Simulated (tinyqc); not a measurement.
Grain growth, pinning, strength and diffusional creep of a polycrystal or thin film: one step, computed by the program tinyqc. Command: `OMP_NUM_THREADS=1 python tinyqc.py 3021588 3021589 out.jsonl grain walk`. One thread of a shared host (Intel(R) Xeon(R) Processor @ 2.30GHz), about 0.01 s of CPU time with the checks.

One mean grain size d describes the structure.

Task: Mobility and the sizes at which growth stops. M = M0 exp(-Q_m/(k_B T)). The driving pressure is 2 gamma/d. Zener pinning pressure 3 f gamma/(2 r) stops growth at d_Z = 4 r/(3 f). Grooves where boundaries meet the surface have the angle theta = arcsin(gamma/(2 gamma_s)) and are taken to stop growth at d_h = h/(2 theta), a few film thicknesses; the limit is 1/d_lim = 1/d_Z + 1/d_h.

Inputs (values chosen for the exercise, modelled on aluminium):
```
quantity                                    value       unit
boundary energy gamma                        0.35      J/m^2
mobility prefactor M0                     0.00045  m^4/(J s)
activation energy of boundary motion Q_m     1.16         eV
anneal temperature T                          419          K
particle volume fraction f                0.00069          -
particle radius r                             5.7         nm
film thickness h                              330         nm
surface energy gamma_s                       0.74      J/m^2
```

Sample: thin film on a substrate.

Constants: k_B = 8.617333262e-05 eV/K.

Give: mobility M; Zener size d_Z; groove angle theta; groove limit d_h; limit d_lim.

Result:

mobility M = 5.0189e-18 m^4/(J s)

Zener size d_Z = 11014 nm

groove angle theta = 0.23875 rad

groove limit d_h = 691.10 nm

limit d_lim = 650.30 nm

The grooves set the tighter limit.
